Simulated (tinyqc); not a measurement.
Pariser-Parr-Pople SCF with singles CI, for the molecule C=Cc1cccc([CH2+])c1 (SMILES; centres numbered as the heavy atoms are written), step by step. One step of it, computed by the program tinyqc.

Task: Singles CI, singlets. Over the 9 single excitations with the smallest orbital gaps: A = (e_a - e_i) delta + 2 (ia|jb) - (ij|ab), with (pq|rs) = sum c_mp c_mq gamma_mn c_nr c_ns. f = 2/3 w |mu|^2 in atomic units, mu = sqrt2 sum c_ia sum_m c_mi c_ma R_m.

orbital energies (eV): -20.736847  -18.138728  -17.079633  -14.845375  -8.644072  -5.372148  -4.603524  -2.867186  -1.079411

coefficients:
```
         MO1        MO2        MO3        MO4        MO5        MO6        MO7        MO8
1C  0.057014   0.245122  -0.137797   0.598932  -0.024372  -0.465728   0.095822   0.503765
2C  0.144894   0.405684  -0.206413   0.548972  -0.019401   0.188733  -0.070484  -0.501059
3C  0.358955   0.525544  -0.184180  -0.235388   0.025955   0.478867  -0.063667   0.105354
4C  0.286477   0.357147   0.341815  -0.234888   0.406808  -0.171568   0.508968   0.142023
5C  0.298735   0.075887   0.634309   0.063784   0.021724  -0.324037  -0.427861  -0.352858
6C  0.368444  -0.235285   0.398225   0.249142  -0.402368   0.443221  -0.019363   0.413774
7C  0.546547  -0.439728  -0.234142   0.075962  -0.071500  -0.106194   0.499863  -0.340738
8C  0.290038  -0.329739  -0.205587   0.121855   0.722179   0.101146  -0.412736   0.191960
9C  0.396242   0.091534  -0.360037  -0.377586  -0.379258  -0.407154  -0.345099   0.123376

          MO9
1C   0.280177
2C  -0.422404
3C   0.510376
4C  -0.379763
5C   0.292466
6C  -0.241466
7C   0.254908
8C  -0.105179
9C  -0.344222
```

repulsion gamma_rs (eV), lower triangle:
```
           1C         2C         3C         4C         5C         6C         7C         8C
1C  11.130000
2C   7.552098  11.130000
3C   5.238975   7.554401  11.130000
4C   3.670089   5.239934   7.554730  11.130000
5C   2.868972   3.670608   5.239934   7.554401  11.130000
6C   2.763568   3.276952   4.668972   5.239789   7.554586  11.130000
7C   3.276892   3.670525   5.239789   4.669146   5.240118   7.554730  11.130000
8C   2.763765   2.869192   3.670588   3.277087   3.670777   5.240118   7.554586  11.130000
9C   4.668858   5.239789   7.554586   5.240118   4.669283   5.239934   7.554401   5.239789

           9C
9C  11.130000
```

Centres (angstrom, eV; a flat drawing with bonds scaled to 1.40 angstrom):
```
centre          x          y  core charge z          W   gamma_rr
1C       2.878000  -1.051000              1  11.160000  11.130000
2C       2.281000   0.216000              1  11.160000  11.130000
3C       0.886000   0.332000              1  11.160000  11.130000
4C       0.289000   1.598000              1  11.160000  11.130000
5C      -1.106000   1.714000              1  11.160000  11.130000
6C      -1.904000   0.564000              1  11.160000  11.130000
7C      -1.307000  -0.702000              1  11.160000  11.130000
8C      -2.105000  -1.852000              1  11.160000  11.130000
9C       0.088000  -0.818000              1  11.160000  11.130000
```

Give: singlet CI matrix; singlet excitation energies; oscillator strengths.

Result:

singlet CI matrix (eV), lower triangle:
```
         4>5      3>5      4>6      2>5      4>7      3>6      4>8      1>5
4>5   2.5562
3>5  -0.4796   4.0366
4>6  -0.1435  -0.1787   4.9378
2>5   0.1690   0.1659  -0.0607   5.2616
4>7  -0.2179   0.0795   0.0265  -0.2890   6.0899
3>6   0.4131  -0.0132  -0.0314  -0.4033   0.3837   7.0470
4>8   0.0685  -0.3528   0.4515  -0.2517  -0.0269  -0.0209   7.4205
1>5   0.0695   0.1825  -0.1067   0.4464  -0.1019   0.0199  -0.0321   6.9383
3>7   0.3537  -0.1389  -0.3261  -0.1052  -0.2931  -0.1244  -0.1254  -0.0390

        3>7
3>7  7.3534
```

singlet excitation energies (eV): 2.3215  4.0814  4.8301  5.0215  5.9468  6.9913  7.2734  7.4500  7.7252

oscillator strengths: 0.0503  0.2808  0.6090  0.3827  0.1392  0.2803  0.8344  0.0753  0.3858
